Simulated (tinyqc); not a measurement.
Worked calculation: inversion layer as a triangular well, valleys of the Si type. Values are carried at full precision from step to step, so a last printed digit may differ when a step is redone from the rounded ones.

Six ellipsoidal valleys with their long axes along the cube axes, mass ml along the axis and mt across it. For a valley whose axis makes the angle theta with the surface normal, 1/m_z = cos^2(theta)/ml + sin^2(theta)/mt sets the confinement; in the plane the masses are m_1 = mt and m_2 = ml mt/m_z, and m_d = sqrt(m_1 m_2).

Constants: e^2/(4 pi eps0) = 14.39964547 eV angstrom; hbar^2/2m0 = 3.80998211 eV angstrom^2; kB = 8.617333262e-05 eV/K.

Values chosen for the exercise (near those of Si; not measured data):
- ml = 0.902 m0 (longitudinal mass)
- mt = 0.187 m0 (transverse mass)
- face = 100 (surface)
- eps = 11.5 (dielectric constant)
- Ns = 0.89 x 1e12/cm^2 (electron sheet density)
- Nd = 0.36 x 1e12/cm^2 (depletion charge)
- eta = 0.5 (share of Ns in the effective field)
- T = 300 K (temperature)
- tox = 29 angstrom (SiO2-equivalent oxide thickness)

## Valley masses on the (100) face

Group the valleys by their angle to the normal, heaviest m_z first.

Valleys (masses in m0):
```
valleys g  cos^2(theta)     m_z     m_1     m_2     m_d
2                1.0000  0.9020  0.1870  0.1870  0.1870
4                0.0000  0.1870  0.1870  0.9020  0.4107
```

The 2 valleys with the heaviest m_z will give the lowest ladder of subbands.

## Effective field

The field is taken as constant, e F = 4 pi (e^2/4 pi eps0)(Nd + eta Ns)/eps, with 1e12/cm^2 = 1e-4/angstrom^2, and the oxide as a hard wall at z = 0; c = hbar^2/2m0.

Find e F, and F in MV/cm (1 MV/cm = 0.01 V/angstrom).

e F = 0.00126666 eV/angstrom
F = 0.1267 MV/cm

## Subband ladders

Level j of a valley lies at E_j = a_j (c (e F)^2/m_z)^(1/3) above the band edge at the surface, with the Airy zeros a_j = 2.338107, 4.087949, 5.520560, 6.786708, 7.944134, 9.022651, 10.040174, 11.008524, 11.936016, 12.828777, and has <z> = 2 E_j/(3 e F).

The ten lowest levels of all groups of valleys together, j = 0, 1, ..., c = hbar^2/2m0; primes mark the groups with lighter m_z.

Subbands:
```
label  valleys g  m_d (m0)  E (eV)  <z> (angstrom)
0              2    0.1870  0.0442           23.29
0'             4    0.4107  0.0748           39.35
1              2    0.1870  0.0774           40.72
2              2    0.1870  0.1045           54.98
3              2    0.1870  0.1284           67.60
1'             4    0.4107  0.1307           68.79
4              2    0.1870  0.1503           79.12
5              2    0.1870  0.1707           89.87
2'             4    0.4107  0.1765           92.90
6              2    0.1870  0.1900          100.00
```

The second subband is 0', 30.5 meV above the first.

## Fermi level and populations

Subband i holds n_i = g m_d/(2 pi c) kB T ln(1 + exp((EF - E_i)/kB T)) (spin included), and EF is fixed by sum n_i = Ns over the levels listed or, where none are listed, over j = 0 to 9 of each group; 1e12/cm^2 = 1e-4/angstrom^2.

Solve for EF; c = hbar^2/2m0. The mean distance is sum n_i <z>_i/Ns.

EF = -0.0225 eV

Populations:
```
label  (EF - E)/kB T  n (1e12/cm^2)  share (%)
0              -2.58          0.294       33.0
0'             -3.76          0.407       45.7
1              -3.86          0.084        9.4
2              -4.91          0.030        3.3
3              -5.84          0.012        1.3
1'             -5.93          0.047        5.3
4              -6.69          0.005        0.6
5              -7.48          0.002        0.3
2'             -7.70          0.008        0.9
6              -8.22          0.001        0.1
```

mean distance from the surface = 37.54 angstrom

The lowest subband holds 33.0 % of the electrons and is partly degenerate (EF within a few kB T of its edge). The fullest is 0', with 46 %, thanks to its larger g m_d.

## Effect on the gate capacitance

The charge sits at the mean distance <z> from the surface, which adds (3.9/eps) <z> to the oxide thickness; C/Cox = tox/(tox + 3.9 <z>/eps). The density-of-states term is left out.

added thickness = 12.73 angstrom
C/Cox = 0.695

## Checks

- Lowest level by finite differences against the Airy formula, eV: both 0.0442.

Computed by tinyqc, a small Python program: `OMP_NUM_THREADS=1 python tinyqc.py 1280029 1280030 out.jsonl` (the numbers bound the seed that draws the inputs); one thread of a shared host (Intel(R) Xeon(R) Processor @ 2.30GHz), about 0.03 s for the whole set of steps.
